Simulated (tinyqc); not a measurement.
Changing the aspect ratio a: atomic layer deposition: Langmuir saturation, growth per cycle and coating of deep features. Computed by tinyqc, a small Python program. Command: `OMP_NUM_THREADS=1 python tinyqc.py 3012151 3012152 out.jsonl ald sweep`. One thread of a shared host (Intel(R) Xeon(R) Processor @ 2.30GHz), about 0.01 s of CPU time with the checks.

Precursor A sticks only on free sites, so a long enough pulse saturates; co-reactant B then frees the sites again.

Inputs (values chosen for the exercise, modelled on aluminium oxide from trimethylaluminium and water):
```
quantity,value,unit
precursor mass M,72,u
site density q,4.3,1/nm^2
sticking probability beta on free sites,0.00049,-
precursor pressure p,1.4,Pa
temperature T,325,C
pulse time t,9.5,s
desorption energy E_d,1.97,eV
```

Feature: round hole.

Constants: u = 1.6605390666e-27 kg; k_B = 1.380649e-23 J/K; k_B = 8.617333262e-05 eV/K.

Method:
- Wall flux F = p/sqrt(2 pi M k_B T); rate of filling k_a = beta F/q; desorption k_d = 1e13 exp(-E_d/(k_B T)) per second. 1/m^2 = 1e-18/nm^2.
- Temperatures in kelvin are T(C) + 273.15.
- Diffusion-limited filling (Gordon) of a round hole of diameter w: a saturation front at depth z needs dz/dt = D_K n/(z (4q/w)), with Knudsen D_K = w c/3 and F = n c/4; including the entrance and floor terms, t = (q/F)(1 + 19a/4 + 3a^2/2). Reaction-limited filling needs ln(100)/k_a at any depth, k_a = beta F/q. Flow is molecular. The front picture holds when the modulus a sqrt(beta) is well above 1.
- Depth reached by the given pulse: solve the same formula for a. Exposure = p x diffusion-limited time; 1 langmuir = 1.33322e-4 Pa s.

One run for each value:
```
aspect ratio a,diffusion-limited time (s),exposure (langmuir),modulus
1,1.754e-03,1.842e+01,2.214e-02
2.2,4.526e-03,4.753e+01,4.870e-02
4.7,1.366e-02,1.434e+02,1.040e-01
10,4.802e-02,5.043e+02,2.214e-01
22,2.012e-01,2.112e+03,4.870e-01
110,4.517e+00,4.744e+04,2.435e+00
230,1.946e+01,2.044e+05,5.091e+00
500,9.129e+01,9.587e+05,1.107e+01
```

Give the missing row, aspect ratio a = 49.

Computed row:
```
aspect ratio a  diffusion-limited time (s)  exposure (langmuir)    modulus
49                               9.278e-01            9.743e+03  1.085e+00
```

Interpolating between the two neighbouring rows (the first column on a logarithmic scale, the others too where they are positive) misses most in diffusion-limited time (s), by 2.0 %. Over the rows, diffusion-limited time (s) rises from 0.00175 to 91.3 (exponent d ln y / d ln x 1.2 between the first rows and 2.0 between the last); exposure (langmuir) rises from 18.4 to 959000 (exponent d ln y / d ln x 1.2 between the first rows and 2.0 between the last); modulus rises from 0.0221 to 11.1 (exponent d ln y / d ln x about 1.0 throughout). At the high end the exponent of diffusion-limited time is 1.99, close to 2: diffusion into a deep feature. The wall area to coat grows as a and the conductance to the front falls as 1/a, hence a^2 for deep features.

Caution (rows 1.00, 2.20, 4.70, 10.0, 22.0, 49.0, 110): the modulus is not well above 1 or the Gordon time is under three times ln(100)/k_a, so there is no sharp front: the Gordon time is only a lower bound and the reaction time must be met as well.
